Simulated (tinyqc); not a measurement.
# Line constants from open and short measurements

Problem. A uniform line of length len, under a quarter wavelength, has Z_open = Zc coth(gamma len) and Z_short = Zc tanh(gamma len); gamma Zc = r + i w l and gamma/Zc = g + i w c, w = 2 pi f. Find r, l and c.

Parameters, values chosen for the exercise: length len = 2.5 mm; frequency f = 6.7 GHz.

Zin with the far end open = 20.343743-43.772109i ohm
Zin with the far end shorted = 65.102435-2.139280i ohm

Answer. The product of the two impedances is Zc^2 and their ratio tanh^2(gamma len); the principal branch holds below a quarter wavelength.

r = 22.9 ohm/mm
l = 0.231 nH/mm
c = 188 pF/m

Program tinyqc, `OMP_NUM_THREADS=1 python tinyqc.py 2810112 2810113 out.jsonl`; Intel Xeon 2.30GHz, shared host, one thread, about 0.01 s.
